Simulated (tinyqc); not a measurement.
# Mobility, diffusion coefficient and lifetime from two collectors

Question. For an injected sheet in a field F the peak time tp at distance L obeys u^2 tp^2 + 2 D tp = L^2 with u^2 = v^2 + 4 D/tau, and the pulse area goes as exp(L (v - u)/(2 D)); v = mu F. Find u, D, mu and tau without using the Einstein relation.

Parameters, values chosen for the exercise:
```
symbol,value,unit,meaning
F,2.5,V/cm,sweep field along the drift
```

distances (um): 2000  3500
peak times (us): 150.206760  266.944505
ratio of the areas, far over near = 0.179059405

Answer. The two peak times give two linear equations for u^2 and D; the area ratio gives v - u, and u^2 - v^2 = 4 D/tau gives tau.

u = 1284 cm/s
D = 9.242 cm^2/s
mu = 429.0 cm^2/(V s)
tau = 7.400e-5 s

Computed by the program tinyqc: `OMP_NUM_THREADS=1 python tinyqc.py 2310118 2310119 out.jsonl`, one thread of a shared Intel Xeon 2.30GHz, about 0.01 s for the whole run.
